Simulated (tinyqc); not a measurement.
Energy against coordination: Tersoff bond-order potential. Computed by tinyqc, a small Python program. Command: `OMP_NUM_THREADS=1 python tinyqc.py 3003299 3003300 out.jsonl tersoff walk`. One thread of a shared host (Intel(R) Xeon(R) Processor @ 2.30GHz), about 0.01 s of CPU time with the checks.

E = (1/2) sum_(i, j != i) [A exp(-lambda r_ij) - b_ij B exp(-mu r_ij)], b_ij = (1 + (beta zeta_ij)^n)^(-1/(2n)), zeta_ij = sum_(k != i, j) g(theta_ijk), g = 1 + c^2/d^2 - c^2/(d^2 + (h - cos theta)^2), with theta at atom i. Only nearest neighbours count (cut-off function 1 for them, 0 beyond).

Inputs (values chosen for the exercise, modelled on germanium):

| quantity | value | unit |
|---|---|---|
| A | 1776.4 | eV |
| B | 415.93 | eV |
| lambda | 2.4451 | 1/angstrom |
| mu | 1.7047 | 1/angstrom |
| beta | 8.87e-07 | - |
| n | 0.7557 | - |
| c | 103900 | - |
| d | 15.71 | - |
| h | -0.4482 | - |

Method. Angles seen from one bond (cos theta: count): chain -1: 1; graphitic -1/2: 2; diamond -1/3: 3; square net 0: 2, -1: 1; simple cubic 0: 4, -1: 1; bcc 1/3: 3, -1/3: 3, -1: 1; fcc 1/2: 4, 0: 2, -1/2: 4, -1: 1. With z equal bonds of order b, r = ln(lambda A/(mu b B))/(lambda - mu) and E per atom = -(z/2) b B exp(-mu r)(1 - mu/lambda).

Relaxed structures:

| structure | z | zeta | b | r (angstrom) | E per atom (eV) | E per bond (eV) |
|---|---|---|---|---|---|---|
| dimer | 1 | 0 | 1.0000 | 2.4480 | -0.9700 | -1.9400 |
| chain | 2 | 5.3897e+04 | 0.9386 | 2.5336 | -1.5738 | -1.5738 |
| graphitic | 3 | 9.5307e+02 | 0.9969 | 2.4523 | -2.8800 | -1.9200 |
| diamond | 4 | 7.0178e+03 | 0.9860 | 2.4671 | -3.7036 | -1.8518 |
| square net | 4 | 1.2504e+05 | 0.8914 | 2.6033 | -2.6542 | -1.3271 |
| simple cubic | 6 | 1.9619e+05 | 0.8552 | 2.6593 | -3.4717 | -1.1572 |
| bcc | 8 | 3.8486e+05 | 0.7842 | 2.7763 | -3.4777 | -0.8694 |
| fcc | 12 | 7.6200e+05 | 0.6922 | 2.9449 | -3.4539 | -0.5756 |

The lowest are diamond, bcc and simple cubic, the first two 0.226 eV apart. The bond order falls from 1 to 0.692 and the bond weakens from -1.94 to -0.58 eV, as b^(lambda/(lambda - mu)) with exponent 3.30. With the same z = 4 the square net lies 1.05 eV above diamond, from its angles alone. Caution: in bcc and other dense structures second neighbours can fall inside the usual cut-off; they are left out here.

Extremes, crossings and ranges named in words are read from the listed rows.
